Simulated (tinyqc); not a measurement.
ESD clamp with bipolar snapback, compact model and design window: one step of the calculation.

The drain junction multiplies the current that enters it: Igen = (M - 1)(Ic + I0), M = 1/(1 - (Vj/BV)^n). The generated holes leave through the substrate resistance and the base of the parasitic npn: Igen = Vb/Rb + Ic/be, Ic = Is exp(Vb/Vt). Terminal current I = Ic + I0 + Igen and voltage V = Vj + I Ro, per width. Isothermal, constant gain.

Task. Design window and human-body level. Human-body model: 100 pF through 1500 ohm, peak current about (level - Vt2)/1500 ohm, decay time 150 ns. All fingers turn on before the first fails if Vt2 > Vt1; then the clamp carries Nf Wf It2, otherwise in the worst case Wf It2. Margins: Vh - 1.1 Vdd against latching in operation, Vox - max(Vt1, Vt2) for the protected oxide.

Inputs (values chosen for the exercise); values close to those of grounded-gate n-channel clamps:
- It2 = 5.2 mA/um (failure current for 100 ns)
- Wf = 30 um (finger width)
- Nf = 6 (number of fingers)
- Lv = 2 kV (human-body-model level)
- Vox = 7 V (oxide breakdown voltage for 100 ns)
- Vdd = 1.8 V (supply voltage)

Vt1 = 7.4014383 V
Vh = 4.3410793 V
Vt2 = 5.9425209 V

Find: peak current; current the clamp carries; level it withstands; holding margin; oxide margin.

Result.

peak current = 1.3294 A
current the clamp carries = 0.15600 A
level it withstands = 0.23994 kV
holding margin = 2.3611 V
oxide margin = -0.40144 V

Uniform turn-on is not assured; the clamp fails the level. The oxide margin is negative.

Program tinyqc, `OMP_NUM_THREADS=1 python tinyqc.py 2670144 2670145 out.jsonl`; Intel Xeon 2.30GHz, shared host, one thread, about 0.02 s.
